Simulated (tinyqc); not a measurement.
Inside a calculation. Model: global model of a low-pressure process discharge: electron temperature, density, ion flux and ion energy. Computed by tinyqc, a small Python program that keeps every step. Command: `OMP_NUM_THREADS=1 python tinyqc.py 3113293 3113294 out.jsonl plasma walk`. One thread of a shared host (Intel(R) Xeon(R) Processor @ 2.30GHz), about 0.01 s of CPU time with the checks. Intermediate numbers are printed to about 7 digits and carried at full precision; extremes and crossings named in words are read from the listed rows.

Maxwellian electrons with temperature T_e in eV, one positive ion, no negative ions, uniform bulk density n; rate constants have the Arrhenius form.

Inputs (values chosen for the exercise, of the order of those of an inductive discharge in a simple atomic gas):

| quantity | value | unit |
|---|---|---|
| ion mass M | 40 | u |
| ionisation prefactor K0 | 6e-14 | m^3/s |
| ionisation energy E_iz | 14.4 | eV |
| excitation prefactor X0 | 3.6e-14 | m^3/s |
| excitation energy E_ex | 9.99 | eV |
| elastic rate constant K_el | 1.1e-13 | m^3/s |
| ion-neutral cross section | 8.6e-19 | m^2 |
| pressure p | 0.55 | Pa |
| gas temperature T_g | 600 | K |
| radius R | 19 | cm |
| height L | 17 | cm |
| absorbed power P | 110 | W |
| bias power P_b | 13 | W |
| radius of the biased electrode | 10 | cm |
| bias frequency | 60 | MHz |
| mixing | 0.4 | - |

Constants: k_B = 1.380649e-23 J/K; e = 1.602176634e-19 C; u = 1.6605390666e-27 kg; m_0 = 9.1093837015e-31 kg; eps_0 = 8.8541878128e-12 F/m.

## Geometry factors

n_g = p/(k_B T_g); lambda_i = 1/(n_g sigma); h_L = 0.86/sqrt(3 + L/(2 lambda_i)), h_R = 0.8/sqrt(4 + R/lambda_i); A_eff = 2 pi R^2 h_L + 2 pi R L h_R; d_eff = pi R^2 L/A_eff.

gas density n_g = 6.639390e+19 1/m^3

ion mean free path = 1.751352 cm

h_L = 0.3068808

h_R = 0.2076084

A_eff = 1117.411 cm^2

d_eff = 17.25413 cm

## A fixed-point cycle for T_e

Particle balance: K0 exp(-E_iz/T_e) n_g d_eff = u_B, u_B = sqrt(e T_e/M). Cycle: T_out = T sqrt(loss/creation) with loss/creation = u_B/(K0 exp(-E_iz/T) n_g d_eff); T -> T + mixing (T_out - T), kept between 0.3 and 60 eV, from 3 eV; stop at |T_out - T| < 1e-9 eV or after 60 steps.

Course:

| step | T (eV) | T_out (eV) | residual (eV) |
|---|---|---|---|
| 0 | 3.000000 | 2.068819 | -9.311814e-01 |
| 1 | 2.627527 | 2.463259 | -1.642686e-01 |
| 2 | 2.561820 | 2.560267 | -1.552635e-03 |
| 3 | 2.561199 | 2.561236 | 3.749985e-05 |
| 4 | 2.561214 | 2.561213 | -9.177910e-07 |
| 5 | 2.561214 | 2.561214 | 2.245536e-08 |
| 6 | 2.561214 | 2.561214 | -5.494134e-10 |

last residual = 5.494134e-10 eV

Converged in 7 steps.

## Electron temperature

Root found by bracketing.

T_e = 2.561214 eV

Bohm velocity u_B = 2485.556 m/s

K_iz = 2.169713e-16 m^3/s

## Energy per pair and density

E_c = E_iz + (X0 exp(-E_ex/T_e) E_ex + K_el (3 m_0/M) T_e)/K_iz; wall potential V_s = (T_e/2) ln(M/(2 pi m_0)); E_T = E_c + 2 T_e + T_e/2 + V_s; n = P/(e u_B A_eff E_T); ion current density J = e h_L n u_B; ionised share n/n_g.

collisional loss per pair E_c = 47.98874 eV

wall potential V_s = 11.98543 V

E_T = 66.37720 eV

plasma density n = 3.724148e+10 1/cm^3

ion current density J = 0.4551249 mA/cm^2

ionised share = 5.609172e-04

Collisions take 72 % of the power and the walls the rest. T_e came from the particle balance alone; the power sets only n.

## Biased electrode

All bias power goes to ions: V_b = P_b/(J pi r^2). Debye length at the sheath edge lambda_D = sqrt(eps_0 T_e/(e h_L n)); Child-law sheath s = (sqrt2/3) lambda_D (2 V/T_e)^(3/4), V = V_b + V_s; ion transit time tau_i = 3 s sqrt(M/(2 e V)); collisions in the sheath s/lambda_i.

bias voltage V_b = 90.92073 V

lambda_D = 111.2868 micrometre

sheath width s = 1.408013 mm

ion transit time = 189.5796 ns

transit time over bias period = 11.37478

s/lambda_i = 0.08039578

Ions take many periods to cross and see the mean voltage: a narrow energy distribution. The sheath is nearly free of collisions.

## Pressure series at fixed power

n_g = p/(k_B T_g), lambda_i = 1/(n_g sigma), K_iz = K0 exp(-E_iz/T_e), h_L = 0.86/sqrt(3 + L/(2 lambda_i)), h_R = 0.8/sqrt(4 + R/lambda_i), A_eff = 2 pi R^2 h_L + 2 pi R L h_R and d_eff = pi R^2 L/A_eff follow p. E_c = E_iz + (X0 exp(-E_ex/T_e) E_ex + K_el (3 m_0/M) T_e)/K_iz; E_T = E_c + (5/2) T_e + (T_e/2) ln(M/(2 pi m_0)); n = P/(e u_B A_eff E_T); J = e h_L n u_B. Pressures without a root below 2 E_iz are left out.

Against pressure:

| p (Pa) | T_e (eV) | E_c (eV) | E_T (eV) | n (1/cm^3) | J (mA/cm^2) |
|---|---|---|---|---|---|
| 0.1 | 4.428914 | 30.6326 | 62.4304 | 2.033817e+10 | 0.4648555 |
| 0.2 | 3.437026 | 36.0420 | 60.7184 | 2.672140e+10 | 0.4856624 |
| 0.5 | 2.626033 | 46.5876 | 65.4414 | 3.616726e+10 | 0.4606831 |
| 1.0 | 2.212287 | 58.5112 | 74.3945 | 4.435939e+10 | 0.4106077 |
| 2.0 | 1.903530 | 75.4720 | 89.1386 | 5.320539e+10 | 0.3456993 |
| 5.0 | 1.602486 | 109.3131 | 120.8183 | 6.503444e+10 | 0.2566488 |
| 10.0 | 1.430168 | 147.8293 | 158.0974 | 7.337283e+10 | 0.1965791 |
| 20.0 | 1.291194 | 203.5922 | 212.8624 | 8.053556e+10 | 0.1461761 |

T_e falls from 4.43 to 1.29 eV, n changes by a factor 4.0 and J by 0.31; in J = P h_L/(A_eff E_T), E_T changes by a factor 3.41 and is least at 0.2 Pa, between wall losses at high T_e and excitation losses at low T_e.

Checks made by the program: cycle against bracketing (relative difference below 1e-10).
